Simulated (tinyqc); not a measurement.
Inside a calculation. Method: G0W0 on RHF in the sto-3g basis, for BeH2, spin multiplicity 1. One step of it, computed by the program tinyqc.

Question. G0W0 on Hartree-Fock: LUMO. W(p,q,m) = sqrt2 sum_ia (pq|ia) (X+Y)_ia,m; Sigma_c(x) = sum_(i,m) W^2/(x - e_i + w_m) + sum_(a,m) W^2/(x - e_a - w_m); solve x = e_p + Sigma_c(x) by Newton steps; Z = 1/(1 - dSigma/dx); 1 hartree = 27.211386 eV.

orbital energies (hartree): MO1 -4.526446, MO2 -0.435945, MO3 -0.395100, MO4 0.209341, MO5 0.213674, MO6 0.412305, MO7 0.795822

Two-electron integrals over orbitals (pq|rs), unique and non-zero (hartree):
```
(11|11) 2.271676    (21|11) -0.191098   (21|21) 0.024756    (22|11) 0.470380
(22|21) -0.006029   (22|22) 0.385633    (31|31) 0.005423    (32|31) 0.012265
(32|32) 0.161266    (33|11) 0.436892    (33|21) -0.002518   (33|22) 0.397907
(33|33) 0.421003    (41|11) 0.038597    (41|21) -0.004622   (41|22) 0.003004
(41|33) 0.001712    (41|41) 0.016230    (42|11) -0.017770   (42|21) 0.001487
(42|22) 0.008759    (42|33) 0.009586    (42|41) 0.014368    (42|42) 0.048323
(43|31) -0.000120   (43|32) 0.012196    (43|43) 0.014878    (44|11) 0.566575
(44|21) -0.007737   (44|22) 0.358719    (44|33) 0.344546    (44|41) -0.004862
(44|42) -0.024521   (44|44) 0.452559    (51|51) 0.015759    (52|51) 0.015049
(52|52) 0.048133    (53|53) 0.013424    (54|51) -0.003188   (54|52) -0.008442
(54|54) 0.025451    (55|11) 0.569180    (55|21) -0.007551   (55|22) 0.360447
(55|33) 0.344927    (55|41) 0.001269    (55|42) -0.008522   (55|44) 0.400429
(55|55) 0.449859    (61|11) -0.185853   (61|21) 0.024735    (61|22) -0.005828
(61|33) -0.003159   (61|41) -0.002016   (61|42) 0.003648    (61|44) -0.006456
(61|55) -0.005202   (61|61) 0.025298    (62|11) 0.125165    (62|21) -0.006120
(62|22) -0.017652   (62|33) -0.042357   (62|41) 0.003558    (62|42) -0.003648
(62|44) 0.055814    (62|55) 0.060387    (62|61) -0.004154   (62|62) 0.080247
(63|31) -0.001288   (63|32) -0.092019   (63|43) -0.010128   (63|63) 0.083671
(64|11) 0.017001    (64|21) 0.000336    (64|22) 0.002626    (64|33) -0.003290
(64|41) 0.014768    (64|42) 0.040966    (64|44) -0.003409   (64|55) 0.006521
(64|61) 0.003067    (64|62) 0.019734    (64|64) 0.045450    (65|51) 0.016029
(65|52) 0.046239    (65|54) -0.005529   (65|65) 0.049079    (66|11) 0.471517
(66|21) -0.006558   (66|22) 0.387774    (66|33) 0.397395    (66|41) 0.007709
(66|42) 0.023049    (66|44) 0.354867    (66|55) 0.360650    (66|61) -0.005058
(66|62) -0.025374   (66|64) 0.014091    (66|66) 0.409213    (71|31) 0.010223
(71|32) 0.018856    (71|43) -0.000561   (71|63) -0.000742   (71|71) 0.019515
(72|31) 0.004124    (72|32) -0.041467   (72|43) -0.010633   (72|63) 0.061004
(72|71) 0.007938    (72|72) 0.056821    (73|11) 0.145850    (73|21) -0.004459
(73|22) -0.002400   (73|33) -0.018876   (73|41) -0.000209   (73|42) -0.014987
(73|44) 0.064946    (73|55) 0.065387    (73|61) -0.003629   (73|62) 0.074590
(73|64) 0.008848    (73|66) -0.022585   (73|73) 0.085149    (74|31) -0.002398
(74|32) -0.025045   (74|43) 0.011626    (74|63) 0.015219    (74|71) -0.004063
(74|72) 0.004284    (74|74) 0.020996    (75|53) 0.013473    (75|75) 0.016769
(76|31) 0.010116    (76|32) 0.138664    (76|43) 0.013507    (76|63) -0.090839
(76|71) 0.015910    (76|72) -0.050908   (76|74) -0.021333   (76|76) 0.134168
(77|11) 0.559316    (77|21) -0.008145   (77|22) 0.411961    (77|33) 0.429431
(77|41) 0.001109    (77|42) 0.002013    (77|44) 0.384619    (77|55) 0.383431
(77|61) -0.008039   (77|62) -0.026074   (77|64) -0.005546   (77|66) 0.420609
(77|73) -0.002042   (77|77) 0.468439
```

excitation energies w (hartree): 0.631948  0.635055  0.733819  0.739306  0.927201  0.946064  1.364313  1.386613  4.768115  4.771585  4.989172  5.361178

X + Y:
```
            1         2          3          4          5          6          7          8
1>4  0.000000  0.000000  -0.011472   0.000000   0.000000  -0.003006   0.000000  -0.000259
1>5  0.000000  0.000000   0.000000  -0.012037   0.000000   0.000000   0.000000   0.000000
1>6  0.000000  0.000000  -0.002648   0.000000   0.000000   0.002010   0.000000   0.003690
1>7  0.000288  0.000000   0.000000   0.000000   0.002262   0.000000  -0.005673   0.000000
2>4  0.000000  0.000000   0.936909   0.000000   0.000000   0.013325   0.000000  -0.026295
2>5  0.000000  0.000000   0.000000   0.937372   0.000000   0.000000   0.000000   0.000000
2>6  0.000000  0.000000  -0.003807   0.000000   0.000000   0.901242   0.000000   0.239907
2>7  0.025530  0.000000   0.000000   0.000000  -0.291113   0.000000   0.919207   0.000000
3>4  0.976816  0.000000   0.000000   0.000000  -0.031871   0.000000  -0.019426   0.000000
3>5  0.000000  0.979089   0.000000   0.000000   0.000000   0.000000   0.000000   0.000000
3>6  0.051496  0.000000   0.000000   0.000000   0.902159   0.000000   0.193512   0.000000
3>7  0.000000  0.000000   0.053044   0.000000   0.000000  -0.343693   0.000000   0.881354

             9        10         11         12
1>4   0.996431  0.000000  -0.017583   0.000000
1>5   0.000000  0.996686   0.000000   0.000000
1>6   0.018364  0.000000   0.994769   0.000000
1>7   0.000000  0.000000   0.000000   0.996360
2>4   0.001673  0.000000   0.000359   0.000000
2>5   0.000000  0.001754   0.000000   0.000000
2>6   0.000540  0.000000  -0.000604   0.000000
2>7   0.000000  0.000000   0.000000   0.001445
3>4   0.000000  0.000000   0.000000  -0.000049
3>5   0.000000  0.000000   0.000000   0.000000
3>6   0.000000  0.000000   0.000000  -0.000076
3>7  -0.000059  0.000000  -0.000755   0.000000
```

Give: The 12 largest terms at x = e_p; Newton steps; quasiparticle energy of the LUMO; Hartree-Fock value.

Answer.

The 12 largest terms at x = e_p (hartree; W for the signs of X + Y given):
```
q  m       W       term
4  8   0.101     -0.007
6  3   0.055  -3.18e-03
2  3   0.063   2.85e-03
4  6   0.039  -1.62e-03
4  3  -0.028  -1.05e-03
6  6   0.022  -4.05e-04
3  1   0.019   3.05e-04
7  1   0.017  -2.46e-04
2  8  -0.022   2.32e-04
7  5   0.017  -1.94e-04
5  4  -0.011  -1.67e-04
6  8   0.016  -1.65e-04
```

Newton steps (hartree):
```
step      x  Sigma_c(x)      Z
0     0.209      -0.011  0.985
1     0.199      -0.011  0.985
2     0.199      -0.011  0.985
```

quasiparticle energy of the LUMO = 5.409 eV

Hartree-Fock value = 5.696 eV
